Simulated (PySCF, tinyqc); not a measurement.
CCSD on RHF in the sto-6g basis, for H6, spin multiplicity 1, step by step. The lowest restricted solution is unstable here: a spin-polarised one lies 0.0143 hartree lower (PySCF). One step of it, computed by the program tinyqc.

Problem. Orthogonalisation. S = U s U^T; canonical form X = U s^(-1/2), so that X^T S X = 1. Each column of U has its largest component positive (the first on a tie).

overlap S:
```
          1H 1s     2H 1s     3H 1s     4H 1s     5H 1s     6H 1s
1H 1s  1.000000  0.403240  0.051555  0.006136  0.000380  0.000025
2H 1s  0.403240  1.000000  0.321884  0.051555  0.004405  0.000381
3H 1s  0.051555  0.321884  1.000000  0.403240  0.051555  0.006148
4H 1s  0.006136  0.051555  0.403240  1.000000  0.321884  0.051644
5H 1s  0.000380  0.004405  0.051555  0.321884  1.000000  0.403757
6H 1s  0.000025  0.000381  0.006148  0.051644  0.403757  1.000000
```

Give: eigenvalues of S; X.

Solution.

eigenvalues of S: 0.409  0.533  0.723  1.142  1.460  1.733

X:
```
            1       2       3       4       5      6
1H 1s  -0.369  -0.589   0.568   0.463   0.381  0.202
2H 1s   0.634   0.719  -0.333   0.222   0.418  0.311
3H 1s  -0.826  -0.271  -0.509  -0.418   0.151  0.388
4H 1s   0.826  -0.268   0.510  -0.419  -0.150  0.388
5H 1s  -0.636   0.719   0.332   0.222  -0.418  0.312
6H 1s   0.371  -0.590  -0.567   0.462  -0.381  0.202
```
